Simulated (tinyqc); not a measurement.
# Time-domain thermoreflectance: layered heat flow under a modulated pulse train, and what the signal ratio measures, step by step

A worked calculation. Computed by tinyqc, a small Python program that keeps every step. Command: `OMP_NUM_THREADS=1 python tinyqc.py 3110167 3110168 out.jsonl tdtr walk`. One thread of a shared host (Intel(R) Xeon(R) Processor @ 2.30GHz), about 0.1 s of CPU time with the checks. Intermediate numbers are printed to about 5 digits and carried at full precision; extremes and crossings named in words are read from the listed rows.

Pulses repeat at 80 MHz; heat is laid down at the surface, all layers are isotropic.

Inputs (values chosen for the exercise, modelled on aluminium on sapphire):

| quantity | value | unit |
|---|---|---|
| metal thickness d | 71 | nm |
| metal conductivity | 170 | W/(m K) |
| metal heat capacity | 2.42 | MJ/(m^3 K) |
| boundary conductance G under the metal | 55 | MW/(m^2 K) |
| substrate conductivity kappa | 31.8 | W/(m K) |
| substrate heat capacity C | 3.06 | MJ/(m^3 K) |
| modulation frequency f | 12 | MHz |
| spot radius w (1/e^2, pump and probe) | 7.1 | micrometre |
| delay t | 200 | ps |

Stack: metal, substrate.

## Length and time scales

Penetration depth sqrt(kappa/(pi f C)); effusivity sqrt(kappa C); cooling time of the metal d C_m/G; Kapitza length kappa/G.

penetration depth = 0.52503 micrometre

effusivity = 9864.5 W s^(1/2)/(m^2 K)

cooling time of the metal = 3124 ps

Kapitza length = 578.18 nm

depth over spot radius = 0.073948

## Impedance at k = 0 and the modulation frequency

For radial wave number k and angular frequency W each layer has u = sqrt(4 pi^2 k^2 + i W C/kappa) and gamma = kappa u. Surface impedance from below: Z = 1/gamma for the substrate; a layer of thickness L maps Z to (Z + tanh(u L)/gamma)/(1 + gamma Z tanh(u L)); a boundary adds 1/G. Take k = 0 and W = 2 pi f.

Z of the substrate = 8.2552-8.2552i m^2 K/GW

Z at the surface = 20.030-13.644i m^2 K/GW

## Response at the modulation frequency

Response per absorbed watt H(W) = 2 pi int_0^(2/w) Z(k, W) exp(-pi^2 k^2 w^2) k dk by 20 Gauss-Legendre points.

H(2 pi f) = 0.12546-0.08297i K/mW

phase of H(2 pi f) = -33.478 degrees

## Signal at one delay

Signal: X + iY = sum_(m = -M..M) H(2 pi (f + m f_r)) exp(i 2 pi m f_r t) exp(-pi (m/M)^2 x 4), f_r = 80 MHz, M = 4000, with H(-W) the complex conjugate of H(W); V_in = X, V_out = Y, ratio = -V_in/V_out.

V_in = 0.43573 K/mW

V_out = -0.066876 K/mW

ratio -V_in/V_out = 6.5154

## Ratio and sensitivities against delay

Sensitivity S = ln(ratio'/ratio)/ln(1.01) for a rise of one input by 1 %.

Ratio and sensitivities:

| t (ps) | ratio | S to kappa | S to G | S to d | S to C | S to w |
|---|---|---|---|---|---|---|
| 100 | 7.0133 | 0.38846 | 0.44111 | -1.2143 | 0.38493 | -0.085387 |
| 200 | 6.5154 | 0.37089 | 0.39159 | -1.1303 | 0.36742 | -0.080735 |
| 400 | 5.7029 | 0.34176 | 0.31050 | -0.9916 | 0.33836 | -0.073108 |
| 800 | 4.5505 | 0.29994 | 0.19323 | -0.7910 | 0.29660 | -0.062282 |
| 1500 | 3.3266 | 0.25557 | 0.06136 | -0.5697 | 0.25210 | -0.050933 |
| 2500 | 2.3488 | 0.22129 | -0.05781 | -0.3806 | 0.21738 | -0.042339 |
| 4000 | 1.5499 | 0.19662 | -0.18064 | -0.2060 | 0.19159 | -0.036587 |

The largest sensitivity in size at 100 ps is to d (-1.21). The sensitivity to G changes sign between 1500 and 2500 ps, which helps to separate G from inputs whose sensitivity keeps its sign. kappa and C enter almost alike, through the effusivity. At 400 ps an error of 3 % in d passes on as 9 % in kappa.

Checks made by the program: steady rise of a bare substrate, 1/(2 sqrt(pi) w kappa), from the same quadrature (relative difference below 1e-10).
